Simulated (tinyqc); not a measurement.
# Semiconductor laser, carrier and photon rate equations: effects of single changes

Carrier density N and photon density S in one mode: dN/dt = F1 = eta I/(q V) - (A N + B N^2 + C N^3) - vg g S; dS/dt = F2 = G vg g S + G be B N^2 - S/tp, with g = g0 ln(N/Ntr)/(1 + ec S). Output power P = Fo Eph S V/(G tp). No heating, no carrier transport.

Values chosen for this exercise:
```
symbol    value    unit                                      meaning
V       1.5e-12    cm^3                                active volume
G         0.112                                   confinement factor
vg       7.78e9    cm/s                               group velocity
g0         2500    1/cm                             gain coefficient
Ntr      1.5e18   cm^-3                         transparency density
ec      2.1e-17    cm^3                             gain compression
tp          2.2      ps                              photon lifetime
A         1.5e8     1/s             defect recombination coefficient
B         1e-10  cm^3/s                        radiative coefficient
C         2e-29  cm^6/s                            Auger coefficient
be      0.00035          share of spontaneous emission into the mode
eta        0.74                                 injection efficiency
Fo         0.66                share of cavity losses that is output
Eph        0.95      eV                                photon energy
I           1.2      mA                                drive current
```

Constants: q = 1.602176634e-19 C. Results are converted to the units shown.

Each table varies one quantity; the others keep the values above.

## Effect of the gain compression on threshold and bandwidth

gth = 1/(G vg tp), Nth = Ntr exp(gth/g0), Ith = q V (A Nth + B Nth^2 + C Nth^3)/eta. N and S are the steady state (F1 = F2 = 0, S > 0). Jacobian, with a = g0/(N (1 + ec S)) and d = g/(1 + ec S): J11 = -(A + 2 B N + 3 C N^2) - vg a S, J12 = -vg d, J21 = G vg a S + 2 G be B N, J22 = G vg d - 1/tp. wR^2 = det J, gamma = -trace J, fR = wR/(2 pi); the response wR^2/(wR^2 - w^2 + i gamma w) falls to 1/sqrt(2) at w^2 = x + sqrt(x^2 + wR^4), x = wR^2 - gamma^2/2 (f3dB = w/(2 pi)).

The same in every row: Ith (mA) = 0.2419.

Result of one run:
```
ec (cm^3)  P (mW)  fR (GHz)  gamma (1/ns)  f3dB (GHz)
1e-18      0.4445     9.381         8.717       14.52
```

What becomes of these results when the gain compression ec is changed from 1e-18 to 4.6e-18 cm^3, all else the same?

Result of the changed run:
```
ec (cm^3)  P (mW)  fR (GHz)  gamma (1/ns)  f3dB (GHz)
4.6e-18    0.4444     9.367         9.875       14.48
```

The whole series:
```
ec (cm^3)  P (mW)  fR (GHz)  gamma (1/ns)  f3dB (GHz)
1e-18      0.4445     9.381         8.717       14.52
2.2e-18    0.4445     9.377         9.104       14.51
4.6e-18    0.4444     9.367         9.875       14.48
1e-17      0.4442     9.345         11.60       14.42
2.2e-17    0.4439     9.296         15.38       14.27
4.6e-17    0.4431     9.201         22.74       13.90
1e-16      0.4415     8.997         38.34       12.82
```

As ec goes from 1e-18 to 1e-16 cm^3, Ith stays at 0.242 mA, fR falls from 9.38 to 9.00 GHz, gamma rises from 8.72 to 38.3 1/ns and f3dB falls from 14.5 to 12.8 GHz.

## Modulation bandwidth against current

Same model as above.

The same in every row: Ith (mA) = 0.2419.

Result of one run:
```
I (mA)  P (mW)  fR (GHz)  gamma (1/ns)  f3dB (GHz)
0.69    0.2076     6.391         7.525       9.869
```

What becomes of these results when the drive current I is changed from 0.69 to 2.2 mA, all else the same?

Result of the changed run:
```
I (mA)  P (mW)  fR (GHz)  gamma (1/ns)  f3dB (GHz)
2.2     0.9072     13.17         29.51       20.00
```

The whole series:
```
I (mA)   P (mW)  fR (GHz)  gamma (1/ns)  f3dB (GHz)
0.31    0.03158     2.503         2.019       3.878
0.47     0.1057     4.570         4.257       7.073
0.69     0.2076     6.391         7.525       9.869
1        0.3512     8.288         12.12       12.75
1.5      0.5829     10.63         19.46       16.26
2.2      0.9072     13.17         29.51       20.00
3.3       1.417     16.29         44.84       24.45
4.9       2.158     19.81         66.15       29.24
7.3       3.270     23.87         96.06       34.37
```

As I goes from 0.31 to 7.3 mA, fR rises from 2.50 to 23.9 GHz, gamma rises from 2.02 to 96.1 1/ns and f3dB rises from 3.88 to 34.4 GHz. Against I - Ith, fR goes with exponent 0.50 at the start and 0.45 at the end (1/2 without compression). The slope of gamma against fR^2 between the third and fourth rows, the K factor, is 0.165 ns. For I = 3.3 to 7.3 mA the current exceeds 12 Ith, where heating, left out here, usually rolls the output over. At I = 7.3 mA f3dB passes 30 GHz, where parasitics and carrier transport, left out here, would limit it.

## Effect of the gain coefficient on threshold and bandwidth

Same model as above.

Results:
```
g0 (1/cm)  Ith (mA)   P (mW)  fR (GHz)  gamma (1/ns)  f3dB (GHz)
1700        0.28934  0.42145    7.1171        11.707      10.924
2100        0.25996  0.43537    8.2761        13.413      12.708
2800        0.23244  0.44839    10.003        16.299      15.357
4500        0.20523  0.46126    13.322        23.165      20.419
5800        0.19613  0.46556    15.394        28.380      23.554
7500        0.18932  0.46878    17.747        35.186      27.087
```

Estimate the missing row, g0 = 3500 1/cm.

Computed row:
```
g0 (1/cm)  Ith (mA)   P (mW)  fR (GHz)  gamma (1/ns)  f3dB (GHz)
3500        0.21755  0.45544    11.483        19.138      17.619
```

With this row back in the table: As g0 goes from 1700 to 7500 1/cm, Ith falls from 0.289 to 0.189 mA, fR rises from 7.12 to 17.7 GHz, gamma rises from 11.7 to 35.2 1/ns and f3dB rises from 10.9 to 27.1 GHz.

Program tinyqc, `OMP_NUM_THREADS=1 python tinyqc.py 2840112 2840113 out.jsonl`; Intel Xeon 2.30GHz, shared host, one thread, about 0.01 s.
